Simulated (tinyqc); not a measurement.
Changing the J1: polytypes and stacking faults of a tetrahedral semiconductor in an axial Ising model with couplings up to third neighbours. Computed by tinyqc, a small Python program. Command: `OMP_NUM_THREADS=1 python tinyqc.py 3014212 3014213 out.jsonl polytype sweep`. One thread of a shared host (Intel(R) Xeon(R) Processor @ 2.30GHz), about 0.01 s of CPU time with the checks.

Each double layer has s = +1 or -1 for the sense of its stacking step; E per pair of atoms = E0 - sum_n J_n <s_i s_(i+n)>, n = 1, 2, 3. Hexagonality h = (1 - <s_i s_(i+1)>)/2.

Inputs (values chosen for the exercise, of the order of those of SiC for J, a, G and the gaps):
```
quantity                  value      unit
J2                        -2.53  meV/pair
J3                        -0.19  meV/pair
basal lattice constant a   3.08  angstrom
shear modulus G             199       GPa
Poisson ratio nu           0.21         -
gap of 3C                  2.39        eV
gap of 4H                  3.26        eV
```

Host polytype: 4H.

correlations of the repeat units 3C (+), 2H (+-), 4H (++--), 6H (+++---), 15R (+++--), 8H (++++----), 21R (++++---), 9R (++-):
```
         n = 1      n = 2      n = 3
3C    1.000000   1.000000   1.000000
2H   -1.000000   1.000000  -1.000000
4H    0.000000  -1.000000   0.000000
6H    0.333333  -0.333333  -1.000000
15R   0.200000  -0.600000  -0.600000
8H    0.500000   0.000000  -0.500000
21R   0.428571  -0.142857  -0.714286
9R   -0.333333  -0.333333   1.000000
```

fault coefficients k_n:
```
                      J1  J2  J3
single Shockley (31)   0  -4   0
double Shockley (62)  -4  -8   0
Frank-type (32)       -1  -2   3
```

Constants: 1 eV/angstrom^2 = 16.02176634 J/m^2.

Method:
- E - E(3C) = sum_n J_n (1 - C_n), C_n = <s_i s_(i+n)>. The gap is taken linear in h between 3C (h = 0) and 4H (h = 1/2), a rough rule, with a dash beyond.
- Faults in 4H: the sequences single Shockley (31) (+++-), double Shockley (62) (++++++--), Frank-type (32) (+++--) are put between perfect repeats; k_n = (layers x C_n of the host) - sum_i s_i s_(i+n). gamma = sum k_n J_n/A, A = (sqrt 3/2) a^2; 1 meV/angstrom^2 = 16.02177 mJ/m^2.
- Screw line, bounded by the single Shockley (31) fault of energy gamma: b = a, partials b_p = a/sqrt 3; d = G b_p^2 (2 - 3 nu)/(8 pi gamma (1 - nu)). One partial is driven off by the shear stress gamma/b_p along its Burgers vector.

One run for each value; columns: (1) J1 (meV/pair); (2) E(2H) - E(3C) (meV/pair); (3) E(4H) - E(3C) (meV/pair); (4) E(6H) - E(3C) (meV/pair); (5) energy of the glide fault, single Shockley (31) (mJ/m^2); (6) splitting width d (nm):
```
(1)       (2)     (3)      (4)     (5)     (6)
-4.720  -9.82  -9.970  -6.9000  19.736  22.000
-3.210  -6.80  -8.460  -5.8933  19.736  22.000
-1.690  -3.76  -6.940  -4.8800  19.736  22.000
-0.175  -0.73  -5.425  -3.8700  19.736  22.000
1.340    2.30  -3.910  -2.8600  19.736  22.000
2.850    5.32  -2.400  -1.8533  19.736  22.000
4.370    8.36  -0.880  -0.8400  19.736  22.000
5.880   11.38   0.630   0.1667  19.736  22.000
7.400   14.42   2.150   1.1800  19.736  22.000
```

Describe and explain the trends.

Over the rows, E(2H) - E(3C) (meV/pair) rises from -9.82 to 14.4; E(4H) - E(3C) (meV/pair) rises from -9.97 to 2.15; E(6H) - E(3C) (meV/pair) rises from -6.90 to 1.18. All energies are linear in J1, with slopes 2, 1 and 2/3 for 2H, 4H and 6H: twice the hexagonality.

Extremes, crossings and ranges named in words are read from the listed rows.
